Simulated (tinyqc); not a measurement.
Tunnelling through a gate dielectric, WKB transmission and Tsu-Esaki current: two steps of the calculation.

Electrons leave the emitter at x = 0. Energies E (motion across the layers) are in eV from the emitter Fermi level; the collector Fermi level lies at -V and offers states at every E. No charge in the dielectric and no image force: F1 = V/t1, U = phi1 - F1 x. With C = hbar^2/(2 m0), kappa = sqrt(m (U - E)/C) where U > E and 0 elsewhere; T(E) = exp(-S), S = 2 times the integral of kappa over x.

Parameters, values chosen for the exercise; dielectric values close to those of silicon dioxide: temperature T = 350 K; Fermi energy of the emitter above its band bottom Ef = 0.2 eV; emitter mass in the supply function me = 1 m0; barrier of layer 1 above the emitter Fermi level at zero bias phi1 = 3.21 eV; tunnelling mass of layer 1 m1 = 0.51 m0; thickness of layer 1 t1 = 7.1 nm; voltage across the dielectric V = 5.8 V; energy of the electron followed E = 0 eV; cells in each layer nc = 9; lower end of the energy grid Ea = -0.2 eV; upper end of the energy grid Eb = 0.53 eV; points of the energy grid nE = 11.

Constants: q = 1.602176634e-19 C, kB = 1.380649e-23 J/K, hbar = 1.054571817e-34 J s, m0 = 9.1093837015e-31 kg, Vt = kB T/q, hbar^2/(2 m0) = 0.0380998212 eV nm^2. Results are converted to the units shown.

Problem 1. WKB exponent by the midpoint rule. Cut each layer into nc equal cells, take U and kappa at the cell centres, and sum S = 2 sum kappa h.

Find: x; U; kappa; S; T(E).

Solution 1.

```
cell	x (nm)	U (eV)	kappa (1/nm)
0	0.394	2.888	6.217
1	1.183	2.243	5.480
2	1.972	1.599	4.626
3	2.761	0.954	3.574
4	3.550	0.310	2.037
5	4.339	-0.334	0.000
6	5.128	-0.979	0.000
7	5.917	-1.623	0.000
8	6.706	-2.268	0.000
```

S = 34.61
T(E) = 9.327e-16

Problem 2. Current density on a coarse energy grid. Each layer adds (2/F) sqrt(m/C) [G(u at its left edge) - G(u at its right edge)] to S, with u = U - E (0 where negative) and G(u) = (2/3) u^1.5. The slope follows from 1/d = -dS/dE.

J = J0 times the integral of T(E) N(E) dE, N = ln[(1 + exp(-E/Vt))/(1 + exp((-E - V)/Vt))], J0 = q^2 me m0 kB T/(2 pi^2 hbar^3) (times 1e-4 for A/cm^2 per eV), by Simpson's rule on nE equally spaced points from Ea to Eb.

Wanted: E; T(E); N; T(E) N; J0; J.

Solution 2.

```
point	E (eV)	T(E)	N	T(E) N
0	-0.2000	4.668e-17	6.632	3.096e-16
1	-0.1270	1.551e-16	4.226	6.556e-16
2	-0.0540	5.089e-16	1.945	9.898e-16
3	0.0190	1.648e-15	0.4270	7.035e-16
4	0.0920	5.263e-15	0.04626	2.434e-16
5	0.1650	1.659e-14	0.004199	6.965e-17
6	0.2380	5.156e-14	3.740e-4	1.928e-17
7	0.3110	1.581e-13	3.325e-5	5.256e-18
8	0.3840	4.779e-13	2.956e-6	1.412e-18
9	0.4570	1.424e-12	2.627e-7	3.742e-19
10	0.5300	4.185e-12	2.335e-8	9.772e-20
```

J0 = 4.881e8 A/(cm^2 eV)
J = 1.016e-7 A/cm^2

The integrand peaks at E = -0.0540 eV among these points.

tinyqc, about 0.03 s, one thread, Intel Xeon 2.30GHz (shared host): `OMP_NUM_THREADS=1 python tinyqc.py 2540098 2540099 out.jsonl`
